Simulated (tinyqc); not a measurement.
Inverter chain driving a load.

N inverters, each f = Hc^(1/N) times larger than the one before: delay tau N (f + pp). Switched capacitance in units of the first input, with output capacitance pp times the input: Hc + (1 + pp)(Hc - 1)/(f - 1).

Parameters, values chosen for the exercise: load over the input capacitance of the chain Hc = 2200; parasitic delay of an inverter pp = 0; delay unit tau = 5.7 ps.

Inverter chain driving a load:
```
N	f	delay (ps)	switched capacitance
5	4.661	132.8	2801
6	3.606	123.3	3044
7	3.003	119.8	3298
8	2.617	119.3	3560
9	2.352	120.6	3827
10	2.159	123.1	4097
11	2.013	126.2	4371
12	1.899	129.9	4646
```

The delay goes from 133 through a minimum of 119 (at N = 8 among the rows listed) to 130 ps. The best stage effort solves pp + rho (1 - ln rho) = 0, rho = 2.72, which gives N = ln Hc/ln rho = 7.70. One stage fewer than the best costs 0.39 % in delay and saves 7.4 % of the switched capacitance.

Computed by the program tinyqc: `OMP_NUM_THREADS=1 python tinyqc.py 2082173 2082174 out.jsonl`, one thread of a shared Intel Xeon 2.30GHz, about 0.01 s for the whole run.
